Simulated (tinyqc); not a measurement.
Double-gate transistor, scale length and short-channel effects: two steps of the calculation.

A body of thickness ts between two insulators of thickness ti and two tied gates. Below threshold the potential that source and drain add obeys Laplace's equation and vanishes on the gate. Its lowest mode decays along the channel as exp(-k y); k is the smallest positive root of the matching condition at the interface, and the scale length is Lambda = pi/k.

Inputs (values chosen for the exercise); permittivities: semiconductor close to that of silicon, insulator close to that of aluminium oxide: relative permittivity of the semiconductor eps_r = 11.7; relative permittivity of the insulator ei = 9.28; insulator thickness ti = 2.1 nm; body thickness ts = 11 nm.

Problem 1. Decay constant by Newton steps. f(k) = ei cos(k ti) cos(k ts/2) - eps_r sin(k ti) sin(k ts/2); f' by a central difference with +/- 1e-5 1/nm; k(new) = k - f/f'.

k at the start = 0.1725 1/nm

Wanted: f; f'; k after iteration 1.

Solution 1.

f = 1.6869
f' = -74.772 nm
k after iteration 1 = 0.19506 1/nm

Problem 2. Scale length against simple estimates. Lambda = pi/k and l = 1/k. A parabolic potential across the structure gives l(parabolic) = sqrt((eps_r/(2 ei)) ts ti (1 + ei ts/(4 eps_r ti))).

k = 0.19469545 1/nm

Wanted: Lambda; l; l(parabolic).

Solution 2.

Lambda = 16.136 nm
l = 5.1362 nm
l(parabolic) = 5.4486 nm

Computed by the program tinyqc: `OMP_NUM_THREADS=1 python tinyqc.py 2420088 2420089 out.jsonl`, one thread of a shared Intel Xeon 2.30GHz, about 0.01 s for the whole run.
